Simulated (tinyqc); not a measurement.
## Field length and prefactor from two substrate currents

Inverse problem. For Em = (Vd - Vdsat)/l, Isub/Id = (Ai/Bi)(Vd - Vdsat) exp(-Bi l/(Vd - Vdsat)), and l = sqrt(3 tox xj). Find l, Ai and xj.

Inputs (values chosen for the exercise): oxide thickness tox = 17 nm; ionisation field Bi = 1.79 MV/cm.

Isub/Id at Vd - Vdsat = 2.8 and 3.8 V: [0.00198734328, 0.0187167564]

Solution. ln[Isub/(Id (Vd - Vdsat))] is linear in 1/(Vd - Vdsat) with slope -Bi l.

l = 115.2 nm
Ai = 2.000e6 1/cm
xj = 260.0 nm

Numbers from tinyqc (`OMP_NUM_THREADS=1 python tinyqc.py 2550044 2550045 out.jsonl`; about 0.01 s on one thread of a shared Intel Xeon 2.30GHz).
